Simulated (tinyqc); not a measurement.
Van der Pauw, Hall and four-point-probe measurements on a doped layer: one step of the calculation.

A uniform p-type layer with sheet resistance Rs = 1/(q ns mu), point contacts, low field (mu B small).

Task. Sheet density, mobility and bulk values. Rs = 1/z; Hall sheet density B I/(q |VH|); Hall mobility |VH|/(Rs B I); true values ns = rH times the Hall density, mu = Hall mobility/rH; bulk density ns/t, resistivity Rs t; correction factor F = Rs/[(pi/ln 2)(RA + RB)/2].

Parameters, values chosen for the exercise: Hall factor rH = 1; magnetic field B = 2 T; current I = 1000 uA; thickness of the layer t = 450 nm.

Constants: q = 1.602176634e-19 C. Results are converted to the units shown.

converged z = 0.58319229 mS
VH = 44.582208 mV
RA = 9.8652057 ohm
RB = 2195.3812 ohm

Find: Rs; Hall sheet density; Hall mobility; ns; mu; bulk density; resistivity; F.

Result.

Rs = 1714.7 ohm/square
Hall sheet density = 2.8000e13 cm^-2
Hall mobility = 130.00 cm^2/(V s)
ns = 2.8000e13 cm^-2
mu = 130.00 cm^2/(V s)
bulk density = 6.2222e17 cm^-3
resistivity = 0.077162 ohm cm
F = 0.34311

tinyqc, about 0.01 s, one thread, Intel Xeon 2.30GHz (shared host): `OMP_NUM_THREADS=1 python tinyqc.py 2850143 2850144 out.jsonl`
